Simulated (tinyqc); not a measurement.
# ESD clamp with bipolar snapback, compact model and design window: what changes with what

The drain junction multiplies the current that enters it: Igen = (M - 1)(Ic + I0), M = 1/(1 - (Vj/BV)^n). The generated holes leave through the substrate resistance and the base of the parasitic npn: Igen = Vb/Rb + Ic/be, Ic = Is exp(Vb/Vt). Terminal current I = Ic + I0 + Igen and voltage V = Vj + I Ro, per width. Isothermal, constant gain.

Parameters, values chosen for the exercise; values close to those of grounded-gate n-channel clamps: temperature T = 300 K; junction breakdown voltage BV = 9.1 V; exponent of the multiplication n = 3.2; current gain of the parasitic npn be = 8.9; saturation current Is = 3.7e-18 A/um; junction leakage I0 = 4.9e-11 A/um; substrate resistance Rb = 9500 ohm um; drain ballast and contact resistance Ro = 230 ohm um; failure current for 100 ns It2 = 6.6 mA/um.

Constants: q = 1.602176634e-19 C, kB = 1.380649e-23 J/K, Vt = kB T/q. Results are converted to the units shown.

Each table varies one quantity; the others keep the values above.

## Failure current against pulse length

Power to failure goes as 1/t for pulses shorter than ta = 18 ns (adiabatic) and as 1/sqrt(t) beyond: Pf = P100 sqrt(100 ns/t) for t > ta and Pf(ta) ta/t below, with P100 = Vt2 It2 at 100 ns. The failure current solves V I = Pf on the curve (I(Vb), V(Vb)). For given Vb: Ic, Igen, M = 1 + Igen/(Ic + I0), Vj = BV (1 - 1/M)^(1/n), I and V. Vt1 is the maximum of V along the curve, Vh the following minimum, Vt2 the voltage at I = It2.

Results:
```
t (ns)  Pf (mW/um)  failure current (mA/um)  V at failure (V)  energy (nJ/um)
1             1718                    77.26             22.23           1.718
2            858.9                    52.16             16.47           1.718
5            343.5                    30.11             11.41           1.718
10           171.8                    19.23             8.931           1.718
50           57.26                    8.703             6.579           2.863
100          40.49                    6.600             6.134           4.049
200          28.63                    4.933             5.804           5.726
500          18.11                    3.278             5.524           9.053
```

Estimate the missing row, t = 20 ns.

Computed row:
```
t (ns)  Pf (mW/um)  failure current (mA/um)  V at failure (V)  energy (nJ/um)
20           90.53                    12.29             7.367           1.811
```

With this row back in the table: The failure current falls from 77.3 to 3.28 mA/um, as t^(-0.57) at the start and t^(-0.45) at the end, more slowly than the power since V rises with I. The voltage at failure falls from 22.2 to 5.52 V.

## Effect of the substrate resistance

Same model as above.

It1 and Ih are the currents at Vt1 and Vh.

Effect of the substrate resistance:
```
Rb (ohm um)  Vt1 (V)  It1 (uA/um)  Vh (V)  Ih (uA/um)  Vt2 (V)  Vt2 - Vt1 (V)
950            9.262        734.4   7.194        4972    7.268         -1.993
2000           9.172        327.7   6.428        3750    6.676         -2.496
4400           9.131        139.1   5.828        2713    6.316         -2.814
9500           9.113        60.01   5.408        1938    6.134         -2.979
20000          9.106        26.48   5.118        1378    6.046         -3.059
44000          9.102        11.07   4.902       949.6    6.002         -3.101
95000          9.101        4.689   4.757       654.5    5.981         -3.120
```

Read the table: what changes, and by how much?

As Rb goes from 950 to 95000 ohm um, Vt1 falls from 9.26 to 9.10 V, It1 falls from 734 to 4.69 uA/um, Vh falls from 7.19 to 4.76 V and Vt2 falls from 7.27 to 5.98 V. Vt2 exceeds Vt1, the condition for all fingers to turn on, in 0 of the 7 rows. It1 goes as Rb^(-1.10); the product It1 Rb, close to the base voltage at the trigger, goes from 0.698 to 0.445 V.

## Effect of the drain ballast and contact resistance

Same model as above.

Effect of the drain ballast and contact resistance:
```
Ro (ohm um)  Vt1 (V)  It1 (uA/um)  Vh (V)  Ih (uA/um)  Vt2 (V)  Vt2 - Vt1 (V)
30             9.102        54.18   4.812        5885    4.814         -4.287
52             9.103        55.76   4.923        4388    4.960         -4.143
92             9.105        57.39   5.072        3222    5.224         -3.881
160            9.109        58.97   5.258        2375    5.672         -3.437
280            9.116        60.58   5.499        1733    6.464         -2.652
490            9.129        62.20   5.806        1254    7.850         -1.279
860            9.152        63.86   6.194       896.3    10.29          1.140
1500           9.194        65.54   6.672       635.8    14.52          5.323
```

As Ro goes from 30 to 1500 ohm um, Vt1 rises from 9.10 to 9.19 V, It1 rises from 54.2 to 65.5 uA/um, Vh rises from 4.81 to 6.67 V and Vt2 rises from 4.81 to 14.5 V. Vt2 exceeds Vt1, the condition for all fingers to turn on, in 2 of the 8 rows. Ballast buys uniform turn-on with a higher clamping voltage.

Program tinyqc, `OMP_NUM_THREADS=1 python tinyqc.py 2670025 2670026 out.jsonl`; Intel Xeon 2.30GHz, shared host, one thread, about 0.01 s.
